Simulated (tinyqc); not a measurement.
Configuration-coordinate model of a defect: Huang-Rhys factor and luminescence line shape: one step, computed by the program tinyqc. Command: `OMP_NUM_THREADS=1 python tinyqc.py 3017719 3017720 out.jsonl ccline walk`. One thread of a shared host (Intel(R) Xeon(R) Processor @ 2.30GHz), about 0.01 s of CPU time with the checks.

Ground state E_g(Q) = (1/2) omega_g^2 Q^2; excited state E_e(Q) = E_0 + (1/2) omega_e^2 (Q - dQ)^2 with omega_e = omega_g and E_0 = E_ZPL. Q is mass-weighted; the dipole does not depend on Q (Condon approximation).

Task: Crossing, radiative lifetime and thermal quenching. The curves cross at the root Q_c nearest dQ; the barrier is (1/2) omega_e^2 (Q_c - dQ)^2, with (1/2) omega^2 = (hbar omega)^2/(2 hbar^2/u). k_r = n_r omega^3 mu^2/(3 pi eps_0 hbar c^3) at the vertical emission energy, without local-field correction; k_nr = nu_0 exp(-barrier/k_B T) (Mott-Seitz); yield = k_r/(k_r + k_nr); T_1/2 = barrier/(k_B ln(nu_0/k_r)).

Inputs (values chosen for the exercise, for a model defect):

| quantity | value | unit |
|---|---|---|
| zero-phonon energy E_ZPL | 1.41 | eV |
| displacement dQ | 0.613 | u^(1/2) angstrom |
| ground-state phonon hbar omega_g | 116 | meV |
| temperature T | 300 | K |
| refractive index n_r | 2.51 | - |
| transition dipole mu | 1.6 | e angstrom |
| quenching prefactor nu_0 | 1e+12 | 1/s |

Modes: equal frequencies in both states.

vertical emission energy = 0.8051968 eV

Constants: hbar^2/u = 4.18015928e-03 eV angstrom^2; hbar = 6.582119569e-16 eV s; e = 1.602176634e-19 C; eps_0 = 8.8541878128e-12 F/m; hbar = 1.054571817e-34 J s; c = 299792458 m/s; k_B = 8.617333262e-05 eV/K.

Give: Q_c; classical barrier; radiative lifetime; luminescence yield; quenching temperature T_1/2.

Result:

Q_c = 1.021 u^(1/2) angstrom

classical barrier = 0.2680 eV

radiative lifetime = 78.53 ns

luminescence yield = 0.2881

quenching temperature T_1/2 = 275.9 K

At 300 K the centre is partly quenched; tunnelling, left out here, starts the quenching earlier. Caution: the barrier is below the relaxation energy of the excited state, so vertical excitation lands above the crossing and may bypass luminescence (Dexter-Klick-Russell rule). Caution: the band is wide against its energy, so the E^3 factor left out of the moments shifts the observed peak up.
